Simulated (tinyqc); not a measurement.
Deep trap from a strong local potential in a two-band host (Koster-Slater model with semi-elliptic bands): one step, computed by the program tinyqc. Command: `OMP_NUM_THREADS=1 python tinyqc.py 3011070 3011071 out.jsonl deeptrap walk`. One thread of a shared host (Intel(R) Xeon(R) Processor @ 2.30GHz), about 0.03 s of CPU time with the checks.

The valence band spans -2 W_v to 0 and the conduction band E_g to E_g + 2 W_c. The orbital at the impurity site has weight f_v in the valence band and 1 - f_v in the conduction band, each spread as a semi-ellipse (2/(pi W^2)) sqrt(W^2 - x^2) about the band centre. The impurity adds U to this orbital. Spin is left out.

Question. The trap level. In the gap G(E) = f_v (2/W_v^2)[x - sqrt(x^2 - W_v^2)] - (1 - f_v)(2/W_c^2)[y - sqrt(y^2 - W_c^2)], x = E + W_v, y = E_g + W_c - E. The trap level solves G(E) = 1/U (bisection). With D = -dG/dE = D_v + D_c, D_v = f_v (2/W_v^2)[x/sqrt(x^2 - W_v^2) - 1] and D_c = (1 - f_v)(2/W_c^2)[y/sqrt(y^2 - W_c^2) - 1], the weight on the impurity orbital is 1/(U^2 D) and the conduction-band character is D_c/D.

Inputs (values chosen for the exercise, with a gap close to that of CdTe): gap E_g = 1.56 eV; half-width of the valence band W_v = 2.6 eV; half-width of the conduction band W_c = 4.2 eV; valence weight f_v of the site orbital = 0.45; impurity potential U = 27.2 eV.

Impurity: repulsive, acceptor-like.

Give: trap level E_t; weight on the impurity orbital; conduction-band character; depth below the conduction band.

Answer.

trap level E_t = 0.64388 eV

weight on the impurity orbital = 0.0099129

conduction-band character = 0.34357

depth below the conduction band = 0.91612 eV
